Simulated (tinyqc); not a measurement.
# Scattering of inversion-layer electrons by surface optical phonons of the gate insulator (remote phonon scattering), step by step

A worked calculation. Computed by tinyqc, a small Python program that keeps every step. Command: `OMP_NUM_THREADS=1 python tinyqc.py 3111758 3111759 out.jsonl sophonon walk`. One thread of a shared host (Intel(R) Xeon(R) Processor @ 2.30GHz), about 0.01 s of CPU time with the checks. Intermediate numbers are printed to about 6 digits and carried at full precision; extremes and crossings named in words are read from the listed rows.

One subband with the Fang-Howard envelope; insulator and channel are half-spaces, the gate is far away, and an interlayer only moves the polar surface away by t (its own modes and its permittivity contrast are left out).

Inputs (values chosen for the exercise, modelled on HfO2 on silicon):
```
quantity,value,unit
static constant of the insulator eps_0s,21.5,-
intermediate constant eps_i,6.66,-
optical constant eps_inf,5.04,-
hbar omega_TO1,12.6,meV
hbar omega_TO2,47.3,meV
constant of the channel eps_s,11.7,-
in-plane mass m,0.183,m_0
valleys g_v,2,-
sheet density n,8.4e+12,1/cm^2
mean distance of the electrons z0 = 3/b,2.7,nm
interlayer thickness t,0.62,nm
temperature T,350,K
electron energy E,23,meV
mobility from other processes,550,cm^2/(V s)
```

Screening by the channel electrons: none.

Constants: k_B = 8.617333262e-05 eV/K; hbar^2/(2 m_0) = 3.80998212 eV angstrom^2; e^2/(4 pi eps_0) = 14.39964548 eV angstrom; hbar = 6.582119569e-16 eV s; e = 1.602176634e-19 C; m_0 = 9.1093837015e-31 kg.

## Surface modes and strengths

eps(w) = eps_inf + (eps_0s - eps_i) w1^2/(w1^2 - w^2) + (eps_i - eps_inf) w2^2/(w2^2 - w^2). Surface modes solve eps(w) + eps_s = 0, a quadratic in w^2; the strength of a mode is g = 2/(w d eps/dw). Occupation N = 1/(exp(hbar w/(k_B T)) - 1).

hbar omega_SO (meV): 1 16.8952, 2 49.6775

strengths g: 1 0.0237116, 2 0.0059051

occupations N: 1 1.33160, 2 0.23856

hbar omega g (2 N + 1) (meV): 1 1.46752, 2 0.43331

The lower mode has the larger hbar omega g N, the prefactor of absorption before the dependence on q: 0.533 and 0.0700 meV.

## The electron gas

Density of states D = g_v m/(pi hbar^2); eta = E_F/(k_B T) = ln(exp(n/(D k_B T)) - 1); screening wave number q_s = e^2 D/(2 eps_0 eps_avg) x 1/(1 + exp(-eta)), eps_avg = (eps_s + eps_inf)/2; b = 3/z0.

D = 1.52890e+14 1/(eV cm^2)

eta = 1.64518

q_s = 1.38533 1/nm

b = 1.11111 1/nm

## Squared matrix elements

For a mode of strength g, without the occupation factor, Area x |M(q)|^2 = e^2 hbar w g/(2 eps_0 q) x (b/(b + q))^6 exp(-2 q t).

Area x |M|^2 (meV^2 nm^2):
```
q (1/nm),(b/(b + q))^6,exp(-2 q t),mode 1,mode 2
0.05,0.767896,0.939883,5.23193e+04,3.83108e+04
0.10,0.596267,0.883380,1.90917e+04,1.39799e+04
0.20,0.370432,0.780360,5.23877e+03,3.83609e+03
0.30,0.238329,0.689354,1.98497e+03,1.45350e+03
0.50,0.107595,0.537944,4.19581e+02,3.07238e+02
0.80,0.038622,0.370834,6.48896e+01,4.75155e+01
1.20,0.012349,0.225824,8.42296e+00,6.16772e+00
```

## Rates at the energy E

Approximate momentum relaxation rate, taking tau v alike in the initial and final states: 1/tau = (m/(2 pi hbar^3)) sum over modes and over absorption (N, E' = E + hbar w) and emission (N + 1, E' = E - hbar w > 0) of [(1 - f(E'))/(1 - f(E))] int_0^(2 pi) Area |M(q)|^2 (1 - cos theta) d theta, q^2 = k^2 + k'^2 - 2 k k' cos theta, f the Fermi function; 48 midpoints in theta from 0 to pi.

rates (1/ps): mode 1 absorption 2.07988, mode 1 emission 4.68446, mode 2 absorption 0.17435, mode 2 emission 0.00000

tau at E = 144.120 fs

## Mobility

mu = (e/m) int tau E f (1 - f) dE/(k_B T int f dE), by 300 midpoints from 0 to (max(eta, 0) + 14) k_B T; Matthiessen sum with the other processes.

remote-phonon mobility = 10626.1 cm^2/(V s)

total mobility = 522.933 cm^2/(V s)

loss of mobility = 4.92120 %

Caution: a relaxation time is only an approximation for inelastic scattering, and static or no screening brackets the true dynamic screening only roughly.

## What an interlayer buys

The formulas are those given above.

Against the interlayer thickness:
```
t (nm),remote-phonon mobility (cm^2/(V s)),total (cm^2/(V s))
0.0,5219.6,497.570
0.3,7561.9,512.709
0.6,10417.6,522.419
1.0,15019.9,530.571
1.5,22082.9,536.635
2.0,30699.8,540.320
3.0,53223.5,544.375
```

1 nm of interlayer raises the remote-phonon mobility by a factor 2.88, as exp(2 q t) with an effective q of 0.53 per nm; between 2 and 3 nm the effective q is 0.28. The total goes from 498 to 531 over the first nanometre.

Checks made by the program: sum of strengths against 1/(eps_s + eps_inf) - 1/(eps_s + eps_0s) (relative difference below 1e-10).
